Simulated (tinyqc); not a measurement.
## Gated two-dimensional channel with two bands, quantum capacitance: effect of the insulator thickness

phi is the Fermi level above the lowest band edge, in volts; Vg is counted from the gate voltage at which an empty channel would have phi = 0. The channel has no thickness; trap charge is -q Dit phi.

D1 = gv md m0 q/(pi hbar^2), D2 = g2 m2 m0 q/(pi hbar^2) per eV; n1 = D1 Vt ln(1 + exp(phi/Vt)), n2 = D2 Vt ln(1 + exp((phi - E2)/Vt)), n = n1 + n2; Cq = q dn/dphi = q [D1/(1 + exp(-phi/Vt)) + D2/(1 + exp((E2 - phi)/Vt))]. Cox = eps0 eox/tox; Vg = phi + q (n + Dit phi)/Cox. 1/C_G = 1/Cox + 1/(Cq + q Dit); dphi/dVg = Cox/(Cox + Cq + q Dit).

Values chosen for this exercise; lowest band close to that of monolayer MoS2:

| symbol | value | unit | meaning |
|---|---|---|---|
| T | 77 | K | temperature |
| eox | 3.9 |  | relative permittivity of the gate insulator (close to silicon dioxide) |
| md | 0.515 | m0 | in-plane mass |
| gv | 2 |  | valley degeneracy |
| m2 | 0.6 | m0 | in-plane mass of a second band, chosen freely |
| g2 | 4 |  | valley degeneracy of that band, chosen freely |
| E2 | 0.23 | eV | second band edge above the first |
| Dit | 2.1e12 | cm^-2 eV^-1 | density of traps |
| Vg | 0.93 | V | gate voltage |

Constants: q = 1.602176634e-19 C, kB = 1.380649e-23 J/K, hbar = 1.054571817e-34 J s, m0 = 9.1093837015e-31 kg, Vt = kB T/q, eps0 = 8.8541878128e-14 F/cm where lengths are in cm. Results are converted to the units shown.

Result of one run:
```
tox (nm)	phi (V)	n (cm^-2)	Cq (uF/cm^2)	Cox (uF/cm^2)	C_G (uF/cm^2)	dphi/dVg	share of the second band (%)
1.6	0.02801	1.209e13	67.94	2.158	2.092	0.03064	3.309e-12
```

What becomes of these results when the insulator thickness tox is changed from 1.6 to 17 nm, all else the same?

Result of the changed run:
```
tox (nm)	phi (V)	n (cm^-2)	Cq (uF/cm^2)	Cox (uF/cm^2)	C_G (uF/cm^2)	dphi/dVg	share of the second band (%)
17	-0.004350	1.194e12	23.56	0.2031	0.2014	0.008430	2.555e-13
```

The whole series:
```
tox (nm)	phi (V)	n (cm^-2)	Cq (uF/cm^2)	Cox (uF/cm^2)	C_G (uF/cm^2)	dphi/dVg	share of the second band (%)
0.5	0.08431	3.628e13	68.94	6.906	6.280	0.09066	5.344e-9
0.9	0.04880	2.100e13	68.89	3.837	3.635	0.05251	4.376e-11
1.6	0.02801	1.209e13	67.94	2.158	2.092	0.03064	3.309e-12
2.9	0.01508	6.768e12	62.50	1.191	1.169	0.01860	8.425e-13
5.2	0.006834	3.812e12	50.80	0.6641	0.6556	0.01282	4.317e-13
9.3	7.809e-4	2.152e12	36.49	0.3713	0.3676	0.009981	3.072e-13
17	-0.004350	1.194e12	23.56	0.2031	0.2014	0.008430	2.555e-13
30	-0.008580	6.923e11	14.84	0.1151	0.1142	0.007525	2.329e-13
```

As tox goes from 0.5 to 30, Cq falls from 68.9 to 14.8 uF/cm^2, C_G/Cox rises from 0.909 to 0.992 and n falls from 3.63e13 to 6.92e11 cm^-2. Cq exceeds Cox in every row, so the insulator is the tighter limit, though Cq still cuts C_G by up to 9.1 %. With the insulator thinned by a factor of 60.0, the charge grows only by 52.4 while Cox grows by 60.0. For tox = 0.5 the field in the insulator exceeds 10 MV/cm, beyond what real films hold.

tinyqc, about 0.01 s, one thread, Intel Xeon 2.30GHz (shared host): `OMP_NUM_THREADS=1 python tinyqc.py 2200131 2200132 out.jsonl`
